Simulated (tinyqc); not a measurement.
Choosing the offset: vacuum evaporation: vapour pressure, source flux, thickness distribution, purity and step coverage. Computed by tinyqc, a small Python program. Command: `OMP_NUM_THREADS=1 python tinyqc.py 3111320 3111321 out.jsonl evap walk`. One thread of a shared host (Intel(R) Xeon(R) Processor @ 2.30GHz), about 0.01 s of CPU time with the checks.

Molecular flow, unit sticking of the metal, no re-evaporation. The background gas is taken as water vapour (18.015 g/mol, collision diameter 0.37 nm) at 300 K.

Inputs (values chosen for the exercise, modelled on copper, with constants for the liquid): directionality n = 1; source-to-wafer distance h = 20 cm; wafer radius R = 7.5 cm.

Method. Rotating wafer, source offset by s and facing upwards: thickness at radius r is the mean over the angle a of (1 + (r^2 + s^2 - 2 r s cos a)/h^2)^(-(n + 3)/2), by 360 equal steps; non-uniformity (max - min)/(max + min) over 21 radii from 0 to R. The curvature at the centre vanishes at s/h = sqrt(2/(n + 3)).

Against the offset:
```
s/h  centre thickness  edge over centre  non-uniformity (%)
0.0            1.0000            0.7686              13.082
0.2            0.9246            0.7951              11.412
0.4            0.7432            0.8634               7.329
0.5            0.6400            0.9049               4.994
0.6            0.5407            0.9461               2.772
0.7            0.4504            0.9839               0.811
0.8            0.3718            1.0164               0.812
0.9            0.3052            1.0426               2.083
1.1            0.2047            1.0766               3.688
```

The best row, s/h = 0.7, has 0.81 % against 13 % on the axis, at the price of a rate lower by a factor 2.22; the small-wafer optimum is sqrt(2/(n + 3)) = 0.71.

Extremes, crossings and ranges named in words are read from the listed rows.
